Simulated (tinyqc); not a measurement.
What moves the results: shallow acceptor in the spherical four-band model. A value that a table varies takes the place of the one given here.

The ground state 1S3/2 has an L = 0 part f(r) and an L = 2 part g(r). In units of Ry* and a*, with Gaussians f_i = exp(-a_i r^2), g_i = r^2 exp(-a_i r^2), A = a_i + a_j and I(n) = Gamma((n + 1)/2)/(2 A^((n + 1)/2)): S_ff = I(2), S_gg = I(6), H_ff = (6 a_i a_j/A) I(2) - 2 I(1), H_gg = (14 a_i a_j/A) I(6) - 2 I(5), H_fg = -mu [15 I(2) - 20 a_j I(4) + 4 a_j^2 I(6)]; each function is then normalised. The split-off band is left out.

Converged values use 22 exponents 2.2^i, i = -7 to 14, for f and for g.

Units Ry* = Ry/(g1 eps^2) and a* = a0 eps g1; mu = (6 g3 + 4 g2)/(5 g1) is the spherical heavy-light coupling and delta = (g3 - g2)/g1 the cubic term, which is left out.

Constants: Ry = 13.60569312 eV; a0 (Bohr radius) = 0.5291772105 angstrom.

Inputs chosen for the exercise (near those of a shallow acceptor in GaAs; not measured data):
- mus = (0.18, 0.36, 0.52, 0.63, 0.72, 0.86, 0.91) (couplings)
- rc = 2 angstrom (radius of the central cell)
- Vs = (2, 0, -0.5, -1.5, -2.5, -3.5) eV (central-cell strengths)
- g1 = 7.04 (Luttinger gamma1)
- g2 = 2.03 (gamma2)
- g3 = 2.91 (gamma3)
- eps = 12.7 (dielectric constant)

## Strength of the heavy-light coupling

Ry* = 11.9823 meV

Converged values in Ry* and a*; the heavy-mass hydrogen model gives 1/(1 - mu).

Results:

| mu | binding (Ry*) | 1/(1 - mu) | ratio | L = 2 weight | <r> (a*) | binding (meV) |
|---|---|---|---|---|---|---|
| 0.18 | 1.030 | 1.220 | 0.845 | 0.014 | 1.463 | 12.3 |
| 0.36 | 1.134 | 1.562 | 0.725 | 0.056 | 1.349 | 13.6 |
| 0.52 | 1.332 | 2.083 | 0.639 | 0.119 | 1.174 | 16.0 |
| 0.63 | 1.588 | 2.703 | 0.588 | 0.178 | 1.005 | 19.0 |
| 0.72 | 1.960 | 3.571 | 0.549 | 0.237 | 0.832 | 23.5 |
| 0.86 | 3.517 | 7.143 | 0.492 | 0.350 | 0.484 | 42.1 |
| 0.91 | 5.255 | 11.111 | 0.473 | 0.398 | 0.331 | 63.0 |

The binding starts as 1 + O(mu^2), 1.030 at mu = 0.18, since the coupling enters in second order, and reaches 5.25 at mu = 0.91. The ratio to the heavy-mass model falls from 0.84 to 0.47, towards about 0.44 as mu goes to 1: the bound hole is only partly heavy. The L = 2 weight grows to 0.40 and the radius shrinks by a factor 4.4.

## Central-cell correction

mu = 0.72670
a* = 47.313 angstrom

A short-range term V exp(-r^2/rc^2) is added (negative: attracts the hole); its elements are V S (A/(A + 1/rc^2))^(3/2) for f and ^(7/2) for g, in the same units.

Results:

| V (eV) | 1S binding (meV) | 2S binding (meV) | <r> (angstrom) | L = 2 weight |
|---|---|---|---|---|
| 2.0 | 22.4 | 6.83 | 41.3 | 0.239 |
| 0.0 | 23.9 | 7.04 | 38.7 | 0.242 |
| -0.5 | 24.5 | 7.11 | 37.8 | 0.243 |
| -1.5 | 26.0 | 7.30 | 35.7 | 0.245 |
| -2.5 | 28.3 | 7.56 | 33.0 | 0.248 |
| -3.5 | 32.1 | 7.95 | 29.3 | 0.252 |

From V = 0 to -3.5 eV the 1S binding grows by 8.2 meV (34 %) and the 2S binding by 0.91 meV, so the chemical shift sits mainly in the ground state. A repulsion of 2 eV removes 1.6 meV. The slope is 3.80 meV per eV over the last step against 0.78 on the repulsive side, since attraction pulls the state into the cell: the route from a shallow to a deep level.

## What each parameter does

Converged values. Each row changes one parameter from the base and keeps the others.

Results:

| case | mu | Ry* (meV) | binding (meV) | <r> (angstrom) |
|---|---|---|---|---|
| base | 0.727 | 11.98 | 23.93 | 38.7 |
| g1 = 7.6 | 0.673 | 11.10 | 19.31 | 47.3 |
| g2 = 1.73 | 0.693 | 11.98 | 21.84 | 42.0 |
| g3 = 2.68 | 0.688 | 11.98 | 21.56 | 42.5 |
| eps = 13.7 | 0.727 | 10.30 | 20.57 | 41.7 |

The largest shifts from the base row, up to three for each result and ties (the steps differ in size, so this ranks the rows, not the parameters). mu: g1 -0.054, g3 -0.039, g2 -0.034; unchanged at the printed digits by eps. Ry* (meV): eps -1.69, g1 -0.88; unchanged at the printed digits by g2 and g3. binding (meV): g1 -4.62, eps -3.37, g3 -2.37. <r> (angstrom): g1 +8.6, g3 +3.8, g2 +3.3. g1 acts twice: it lowers Ry* and it lowers mu.

tinyqc: `OMP_NUM_THREADS=1 python tinyqc.py 1280598 1280599 out.jsonl`; about 0.05 s, one thread, shared Intel(R) Xeon(R) Processor @ 2.30GHz.
